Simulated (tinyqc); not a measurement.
From line density n back to gate voltage above flat band V_G: ballistic transport through the one-dimensional subbands of a rectangular nanowire or nanosheet channel. Computed by tinyqc, a small Python program. Command: `OMP_NUM_THREADS=1 python tinyqc.py 3002104 3002105 out.jsonl wire inv`. One thread of a shared host (Intel(R) Xeon(R) Processor @ 2.30GHz), about 0.09 s of CPU time with the checks.

Hard walls, parabolic subbands, transport along x. Energies are counted from the bulk conduction band edge at the top of the barrier, which the gate pulls down by U; the source Fermi level lies at the bulk edge when U = 0.

Inputs (values chosen for the exercise, modelled on GaAs):
```
quantity                      value  unit
mass m                        0.068   m_0
height a                        5.7    nm
width b                          13    nm
equivalent oxide thickness t    2.1    nm
drain voltage V_D              0.55     V
temperature T                   150     K
```

Valleys: single isotropic valley.

Constants: hbar^2/(2 m_0) = 3.80998212 eV angstrom^2; k_B = 8.617333262e-05 eV/K; m_0 = 9.1093837015e-31 kg; k_B = 1.380649e-23 J/K; hbar = 1.054571817e-34 J s; eps_0 = 8.8541878128e-12 F/m; e = 1.602176634e-19 C; h = 6.62607015e-34 J s.

Method:
- E_pq = (hbar^2 pi^2/2)(p^2/(m_y b^2) + q^2/(m_z a^2)); m_x = m_y = m_z = m, degeneracy g = 1; the 10 lowest subbands are kept.
- F_j(eta) = (1/Gamma(j + 1)) int_0^infinity x^j/(1 + exp(x - eta)) dx, F_0 = ln(1 + exp(eta)). Integrals over x = E/(k_B T) use 160 Gauss-Legendre points in u = sqrt(x) from 0 to sqrt(max(eta, 0) + 32).
- With degeneracy g = 1, eta_i = (U - E_i)/(k_B T) and u = e V_D/(k_B T): line density n = sum_i g sqrt(2 m_x k_B T/pi)/(2 hbar) [F_-1/2(eta_i) + F_-1/2(eta_i - u)]; gate: e n = C_ox (V_G - U/e), C_ox = 3.9 eps_0 2 (a + b)/t (flat-plate estimate); I = (2 e k_B T/h) sum_i g [F_0(eta_i) - F_0(eta_i - u)].

Task: A run gave the result below. Find the gate voltage above flat band V_G, known to lie between 0.75 and 1.2 V.

line density n = 0.8729006 1/nm

Result:

Each step takes the trial c = (a f_b - b f_a)/(f_b - f_a), f being the result less the target and a, b, c the logarithms of the listed values; c replaces end b, the old b replaces a if the sign of f changed, and otherwise f_a is halved.

Scan of the range:
```
gate voltage above flat band V_G (V)  line density n (1/nm)
0.750                                               0.63522
0.811                                               0.69446
0.877                                               0.76353
0.949                                               0.88757
1.030                                               1.05107
1.110                                               1.21341
1.200                                               1.40230
```

False position (Illinois rule, in the logarithm of the input) inside the bracket:
```
step     end a     end b     trial  line density n (1/nm)
1     0.877000  0.949000  0.940186               0.870349
2     0.949000  0.940186  0.941486               0.872874
3     0.949000  0.941486  0.941513               0.872926
4     0.941486  0.941513  0.941500               0.872901
```

Line density n rises at every point of a 13-point scan of the range (every second point is shown), so one value fits; it is bracketed by 0.877 and 0.949. Answer: gate voltage above flat band V_G = 0.9415 V.

Caution: confinement energies this large call for non-parabolicity and barrier penetration, which lower the subbands and raise the mass.
